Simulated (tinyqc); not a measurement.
Adding salt: a particle near a wafer in liquid: double-layer and van der Waals forces (DLVO), deposition barrier and removal. Computed by tinyqc, a small Python program. Command: `OMP_NUM_THREADS=1 python tinyqc.py 3112886 3112887 out.jsonl dlvo walk`. One thread of a shared host (Intel(R) Xeon(R) Processor @ 2.30GHz), about 0.01 s of CPU time with the checks.

Sphere and flat wall, Derjaguin approximation, constant potentials in the linear-superposition form, no retardation and no hydration force.

Inputs (values chosen for the exercise, of the order of those for polymer latex on silicon in water):
```
quantity                             value   unit
particle radius R                      460     nm
Hamaker constant A                 1.3e-20      J
potential of the particle psi_1        -36     mV
potential of the wafer psi_2           -67     mV
salt concentration c                0.0067  mol/L
valence z of the symmetric salt          1      -
temperature T                          293      K
dielectric constant of the liquid     80.2      -
```

Constants: e = 1.602176634e-19 C; N_A = 6.02214076e+23 1/mol; eps_0 = 8.8541878128e-12 F/m; k_B = 1.380649e-23 J/K; k_B = 8.617333262e-05 eV/K.

Method:
- kappa^2 = 2 z^2 e^2 N_A (1000 c)/(eps eps_0 k_B T); gamma_i = tanh(z e psi_i/(4 k_B T)); Z = 64 pi eps eps_0 (k_B T/(z e))^2 gamma_1 gamma_2.
- The barrier height is zero when U = 0 and F = 0 together: kappa h = 1 and kappa = 6 Z/(e A), e = 2.718282 here; c follows from kappa^2, with the potentials held fixed.
- U(h) = Z R exp(-kappa h) - A R/(6 h); F(h) = -dU/dh = kappa Z R exp(-kappa h) - A R/(6 h^2), positive for repulsion.
- F = 0 reads x^2 exp(-x) = y with x = kappa h and y = A kappa/(6 Z); the left side peaks at x = 2 with 4/e^2 = 0.5413, so roots exist for smaller y: x < 2 is the barrier, x > 2 the secondary minimum.
- kappa scales as sqrt(c); potentials are held fixed. A dash marks rows without a maximum.

critical concentration = 0.875430 mol/L

kappa = 0.268535 1/nm

Z = 18.0785 pN

Against the concentration:
```
c (mol/L)  Debye length (nm)  barrier at (nm)  barrier (k_B T)  minimum at (nm)  minimum (k_B T)
8.75e-05              32.586           2.0390           1810.2       3.3441e+02      -6.6496e-01
8.75e-04              10.305           1.1766           1624.5       9.0729e+01      -2.4071e+00
8.75e-03               3.259           0.6953           1306.4       2.3692e+01      -8.9690e+00
4.38e-02               1.456           0.4952            965.7       8.9150e+00      -2.3121e+01
1.75e-01               0.729           0.3848            572.0       3.6721e+00      -5.3781e+01
4.38e-01               0.461           0.3397            257.9       1.9488e+00      -9.6546e+01
7.88e-01               0.343           0.3262             39.8       1.2473e+00      -1.4315e+02
1.31e+00               0.266           0.3352           -151.1       7.9550e-01      -2.0603e+02
2.63e+00               0.188                -                -                -                -
```

What does the comparison show, and why?

At low salt the barrier tends to Z R = 2060 k_B T; it is half of that between 0.0088 and 0.044 mol/L and changes sign at 0.88 mol/L, while the secondary minimum deepens to -140 k_B T at 0.9 of that.

Extremes, crossings and ranges named in words are read from the listed rows.
